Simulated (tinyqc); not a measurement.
# Thermal RC ladder, step response: what changes with what

A ladder of 3 nodes: R_i joins node i to node i + 1, the last R to the ambient; C_i is the heat capacity of node i; theta is the rise above ambient, zero at t = 0. d theta/dt = -A theta + b with b = (Pw/C_1, 0, ...), times in ms.

Parameters, values chosen for the exercise:
- R = [0.25, 0.53, 1] K/W (resistances, junction to ambient)
- C = [0.4, 2.4, 51] mJ/K (heat capacities of the nodes)
- Pw = 15 W (power at node 1 from t = 0)

Each table varies one quantity; the others keep the values above.

## Pulse trains: peak against mean temperature

A = C^(-1) K, K_ii = 1/R_(i-1) + 1/R_i (no first term for node 1), K_(i,i+1) = K_(i+1,i) = -1/R_i. The time constants tau_k are the inverse eigenvalues of A; the rise of node 1 per watt is Z(t) = sum_k r_k (1 - exp(-t/tau_k)), with r_k = v_k1^2 tau_k/C_1 and v_k the unit eigenvectors of C^(-1/2) K C^(-1/2). For pulses of length tp = 1 ms and period tp/D, the steady peak rise per watt is sum_k r_k (1 - exp(-tp/tau_k))/(1 - exp(-tp/(D tau_k))), and the mean is D sum R.

Pulse trains: peak against mean temperature:
```
D     peak (K/W)  mean (K/W)  peak/mean  peak rise (K)
0.01      0.4753     0.01780      26.70          7.130
0.02      0.4845     0.03560      13.61          7.267
0.05      0.5151     0.08900      5.787          7.726
0.1       0.5675      0.1780      3.188          8.513
0.2       0.6805      0.3560      1.911          10.21
0.3       0.8060      0.5340      1.509          12.09
0.5        1.076      0.8900      1.209          16.14
0.8        1.496       1.424      1.051          22.44
```

What does the table show?

The peak rises from 0.475 to 1.50 K/W, while its ratio to the mean falls from 26.7 to 1.05. In the first row the peak is 0.77 % above that of a single pulse, 0.472 K/W.

## Single pulses of growing length

Same model as above.

Single pulses of growing length:
```
t (ms)  Z(t) (K/W)   Z/sum R  t/C_1 (K/W)  rise (K)
0.017     0.039115  0.021975     0.042500   0.58672
0.048     0.095895  0.053873      0.12000    1.4384
0.14       0.19753   0.11097      0.35000    2.9629
0.4        0.31745   0.17834       1.0000    4.7617
1.1        0.49189   0.27634       2.7500    7.3783
3.2        0.72447   0.40700       8.0000    10.867
9.2        0.88574   0.49761       23.000    13.286
26          1.1259   0.63253       65.000    16.888
75          1.5166   0.85200       187.50    22.748
220         1.7621   0.98997       550.00    26.432
```

What does the table show?

Z rises from 0.0391 to 1.76 K/W, against 1.78 K/W in the steady state. In the first row it is 8.0 % below t/C_1, the limit in which only the first heat capacity is charged. It passes half of the steady value at t = 26 ms among the rows.

Computed by the program tinyqc: `OMP_NUM_THREADS=1 python tinyqc.py 2520126 2520127 out.jsonl`, one thread of a shared Intel Xeon 2.30GHz, about 0.01 s for the whole run.
